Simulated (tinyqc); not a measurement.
Nuclear against electronic stopping over energy: ion implantation: universal nuclear stopping, Lindhard-Scharff electronic stopping and a Gaussian range profile. Computed by tinyqc, a small Python program. Command: `OMP_NUM_THREADS=1 python tinyqc.py 3026487 3026488 out.jsonl implant walk`. One thread of a shared host (Intel(R) Xeon(R) Processor @ 2.30GHz), about 0.06 s of CPU time with the checks.

An ion slows by elastic collisions with screened nuclei and by friction with electrons; channelling is ignored and the target is uniform.

Inputs (values chosen for the exercise, modelled on aluminium ions in copper): ion atomic number Z1 = 13; ion mass M1 = 27 u; target atomic number Z2 = 29; target mass M2 = 63.55 u; target density N = 84.9 1/nm^3; scale factor of electronic stopping k = 1.

Method:
- Reduced energy eps = 32.53 M2 E/(Z1 Z2 (M1 + M2)(Z1^0.23 + Z2^0.23)), E in keV; s_n = ln(1 + 1.1383 eps)/(2 (eps + 0.01321 eps^0.21226 + 0.19593 eps^0.5)) for eps up to 30 and ln(eps)/(2 eps) above; S_n = 8.462 Z1 Z2 M1 s_n/((M1 + M2)(Z1^0.23 + Z2^0.23)) in 1e-15 eV cm^2.
- S_e = k 3.83 Z1^(7/6) Z2/(Z1^(2/3) + Z2^(2/3))^(3/2) sqrt(E/M1) in 1e-15 eV cm^2, E in keV.
- Path length R = int_0^E dE'/(N (S_n + S_e)); energy lost to nuclei nu = int_0^E S_n/(S_n + S_e) dE' (both with E' = E y^3 and 64 Gauss-Legendre points in y).

Stopping (1e-15 eV cm^2) and range:
```
E (keV)         eps     S_n     S_e  R (nm)     nu/E
1        1.5241e-02  45.891    7.36    4.31  0.87007
2        3.0482e-02  57.518   10.41    6.24  0.86203
5        7.6205e-02  72.188   16.45   10.69  0.84255
10       1.5241e-01  80.543   23.27   16.76  0.81835
20       3.0482e-01  84.239   32.91   27.34  0.78219
50       7.6205e-01  79.067   52.03   55.54  0.70696
100      1.5241e+00  67.642   73.58   98.68  0.62164
200      3.0482e+00  52.608  104.06  177.75  0.51064
500      7.6205e+00  33.204  164.54  377.46  0.34509
```

Nuclear stopping peaks near 20 keV among these rows (eps = 0.30; the universal curve peaks near 0.3). Electronic stopping overtakes it between 50 and 100 keV. The path length grows as E^0.53 at the low end and E^0.82 at the high end; constant stopping would give E^1, and stopping that rises with E, be it nuclear (below its peak) or electronic, gives a lower exponent.

Extremes, crossings and ranges named in words are read from the listed rows.
